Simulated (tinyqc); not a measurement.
# Donor binding, ionisation and the Mott limit, step by step

tinyqc, about 0.02 s, one thread, Intel Xeon 2.30GHz (shared host): `OMP_NUM_THREADS=1 python tinyqc.py 2330023 2330024 out.jsonl` Printed values are rounded.

Hydrogenic donor: Ry = (m0 q^3/(8 eps0^2 h^2)) me/eps_r^2 in eV, E0 = cc Ry, radius a = q/(8 pi eps0 eps_r E0), Mott density Nm = (0.26/a)^3. Below Nm the level sinks as Ed = E0 [1 - (N/Nm)^(1/3)]. Neutrality: Nc F12(eta) = N/(1 + 2 exp(eta + Ed/kB T)), F12(x) = (2/sqrt(pi)) int_0^infinity sqrt(u)/(1 + exp(u - x)) du.

Inputs (values chosen for the exercise); band and dielectric values close to those of gallium phosphide: temperature T = 100 K; relative permittivity eps_r = 11.1; mass in the hydrogenic formula, set independently of Nc me = 0.296 m0; conduction-band density of states at 100 K Nc = 3.46e18 cm^-3; ratio of the true binding energy to the hydrogenic one cc = 1.5; donor density N = 7.5e17 cm^-3.

Constants: q = 1.602176634e-19 C, kB = 1.380649e-23 J/K, eps0 = 8.8541878128e-12 F/m, h = 6.62607015e-34 J s, m0 = 9.1093837015e-31 kg, Vt = kB T/q. Results are converted to the units shown.

Range of the model: A sharp level with degeneracy 2 overstates freeze-out near Nm, where the impurity band broadens and merges with the conduction band.

## Binding energy, radius and Mott density

The mean spacing of the donors is N^(-1/3).

Ry = 32.6863 meV
E0 = 49.0295 meV
a = 1.32294 nm
Nm = 7.59096e18 cm^-3
spacing over a = 8.31965
Ed = 26.3633 meV

## Ionisation

Solve the neutrality equation for eta. Boltzmann form: with k = (Nc/2) exp(-Ed/kB T) the ionised share is [-k + sqrt(k^2 + 4 k N)]/(2 N).

eta = -2.79216
ionised share = 27.6814 %
n = 2.07611e17 cm^-3
ionised share, Boltzmann form = 27.9285 %

With the level held at E0 the share would be 8.42 %.
